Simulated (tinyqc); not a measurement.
Lateral field, substrate current, probability of reaching the oxide barrier and hot-carrier lifetime of a silicon transistor (pseudo-two-dimensional and lucky-electron models): one step, computed by the program tinyqc. Command: `OMP_NUM_THREADS=1 python tinyqc.py 3009649 3009650 out.jsonl hotcar walk`. One thread of a shared host (Intel(R) Xeon(R) Processor @ 2.30GHz), about 0.01 s of CPU time with the checks.

Local-field models: a lucky carrier gains its energy at the peak field over a path free of collisions. Voltages are magnitudes.

Problem. Peak lateral field. C_ox = 3.9 eps_0/t; F_sat = 2 v_s/mu; V_Dsat = V_ov F_sat L/(V_ov + F_sat L), V_ov = V_G - V_T; I_D/W = C_ox v_s (V_ov - V_Dsat). Scale length l = 0.22 t^(1/3) x_j^(1/2) (all in cm); F_m = sqrt(((V_D - V_Dsat)/l_e)^2 + F_sat^2), with l_e = l; length of the velocity-saturated region l_e ln((V_D - V_Dsat)/(l_e F_sat) + F_m/F_sat).

Inputs (values chosen for the exercise, modelled on a silicon n-channel): channel length L = 840 nm; oxide thickness t = 21 nm; junction depth x_j = 240 nm; mobility mu = 380 cm^2/(V s); saturation velocity v_s = 0.85 1e7 cm/s; threshold voltage V_T = 0.5 V; gate voltage V_G = 2.3 V; drain voltage V_D = 6.2 V; ionisation prefactor A_i = 2.1e+06 1/cm; ionisation field B_i = 1.74 MV/cm; hot-carrier mean free path lambda = 8.5 nm; oxide barrier phi_b = 3.1 eV; interface-trap threshold phi_it = 3.6 eV; lifetime constant H = 200 s microampere/micrometre.

Drain: abrupt.

Constants: eps_0 = 8.8541878128e-12 F/m.

Give: scale length l; peak field F_m; velocity-saturated length; energy gained over one free path, e lambda F_m.

Solution.

scale length l = 138.0 nm

peak field F_m = 363.8 kV/cm

velocity-saturated length = 384.4 nm

energy gained over one free path, e lambda F_m = 0.3092 eV
